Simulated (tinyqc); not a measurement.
From results back to parameters: sp3s* tight binding. Four cases, with inputs chosen for the exercise.

Problem. Without spin-orbit coupling the s levels at Gamma are the roots of [[Esa, Vss], [Vss, Esc]], the p levels those of [[Epa, Vxx], [Vxx, Epc]], and the doubly degenerate valence level at X is the lower root of [[Epa, Vxy], [Vxy, Epc]]. The atomic differences are given; the levels below come from hidden parameters.

Find: Esa, Esc, Epa, Epc; |Vss|, |Vxx|, |Vxy|.

Method. The mean of a pair of roots is the mean of the two levels, which with the given difference fixes both; half the splitting, squared, less a quarter of the squared difference is V^2. At X the lower root lies sqrt((dEp/2)^2 + Vxy^2) below the mean p level.

Case 1.

Values chosen (out of a larger set: near a published set for GaAs, fitted to gaps, whose masses and valley positions are rough; spin-orbit coupling, where it is added without a refit, lifts the valence top and shrinks all gaps by about a third of the splitting; not measured data): dEs = 5.682 eV (Esc - Esa); dEp = 2.631 eV (Epc - Epa).

s levels at Gamma (eV): -12.54713  1.54513

p levels at Gamma (eV): 0.00726  4.71174

valence level X5 = -2.87161 eV

Solution.

Esa, Esc, Epa, Epc (eV): -8.342  -2.660  1.044  3.675

|Vss|, |Vxx|, |Vxy| (eV): 6.448  1.950  5.063

Case 2.

Values chosen (out of a larger set: near a published set for InP, fitted to gaps, whose masses and valley positions are rough; not measured data): dEs = 7.027 eV (Esc - Esa); dEp = 3.154 eV (Epc - Epa).

s levels at Gamma (eV): -11.38102  1.39002

p levels at Gamma (eV): 0.01387  4.90013

valence level X5 = -2.08365 eV

Solution.

Esa, Esc, Epa, Epc (eV): -8.509  -1.482  0.880  4.034

|Vss|, |Vxx|, |Vxy| (eV): 5.332  1.866  4.258

Case 3.

Values chosen (out of a larger set: near a published set for GaSb, fitted to gaps, whose masses and valley positions are rough; spin-orbit coupling, where it is added without a refit, lifts the valence top and shrinks all gaps by about a third of the splitting; not measured data): dEs = 3.36 eV (Esc - Esa); dEp = 2.075 eV (Epc - Epa).

s levels at Gamma (eV): -11.96497  0.75097

p levels at Gamma (eV): 0.02100  3.77800

valence level X5 = -2.33846 eV

Solution.

Esa, Esc, Epa, Epc (eV): -7.287  -3.927  0.862  2.937

|Vss|, |Vxx|, |Vxy| (eV): 6.132  1.566  4.109

Case 4.

Values chosen (out of a larger set: near a published set for GaSb, fitted to gaps, whose masses and valley positions are rough; spin-orbit coupling, where it is added without a refit, lifts the valence top and shrinks all gaps by about a third of the splitting; not measured data): dEs = 3.367 eV (Esc - Esa); dEp = 2.076 eV (Epc - Epa).

s levels at Gamma (eV): -11.94729  0.77629

p levels at Gamma (eV): -0.00164  3.78764

valence level X5 = -2.36544 eV

Solution.

Esa, Esc, Epa, Epc (eV): -7.269  -3.902  0.855  2.931

|Vss|, |Vxx|, |Vxy| (eV): 6.135  1.585  4.130

Computed by tinyqc, one run a case: `OMP_NUM_THREADS=1 python tinyqc.py N N+1 out.jsonl` with N = 1451446, 1451489, 1451503, 1451529; one thread of a shared Intel(R) Xeon(R) Processor @ 2.30GHz, about 0.2 s a run at most.
